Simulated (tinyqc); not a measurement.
## Crystallisation kinetics and data retention of a phase-change cell: retention against temperature

Johnson-Mehl-Avrami-Kolmogorov law X = 1 - exp(-y^n), y = integral of k dt, k = (1/100 s) exp[-(Ec q/kB)(1/T - 1/T1)].

At fixed T the state fails at t = (-ln(1 - Xf))^(1/n)/k; ten years are 3.15576e8 s.

Inputs (values chosen for the exercise); values of the order of Ge-Sb-Te and related chalcogenides: activation energy of crystallisation Ec = 3.09 eV; temperature at which the rate k is 1/(100 s) T1 = 451 K; Avrami exponent n = 4; crystalline share at which the state is lost Xf = 0.5.

Constants: q = 1.602176634e-19 C, kB = 1.380649e-23 J/K. Results are converted to the units shown.

Result of one run:
```
T (K)   k (1/s)  time to fail (s)
427    1.146e-4              7961
```

What becomes of these results when the storage temperature T is changed from 427 to 471 K, all else the same?

Result of the changed run:
```
T (K)  k (1/s)  time to fail (s)
471     0.2926             3.119
```

The whole series:
```
T (K)    k (1/s)  time to fail (s)
354    3.455e-12          2.641e11
369    2.122e-10           4.300e9
383     7.403e-9           1.233e8
398     2.522e-7           3.617e6
413     6.652e-6           1.372e5
427     1.146e-4              7961
442     0.001981             460.6
456      0.02391             38.16
471       0.2926             3.119
```

The time to fail falls from 2.64e11 to 3.12 s, a decade every 8.39 K at the cold end; ten years need T below 379.2 K.

Range of the model: One Arrhenius rate is assumed; incubation, growth from the boundary and the non-Arrhenius kinetics of the supercooled liquid are left out.

tinyqc, about 0.03 s, one thread, Intel Xeon 2.30GHz (shared host): `OMP_NUM_THREADS=1 python tinyqc.py 2490067 2490068 out.jsonl`
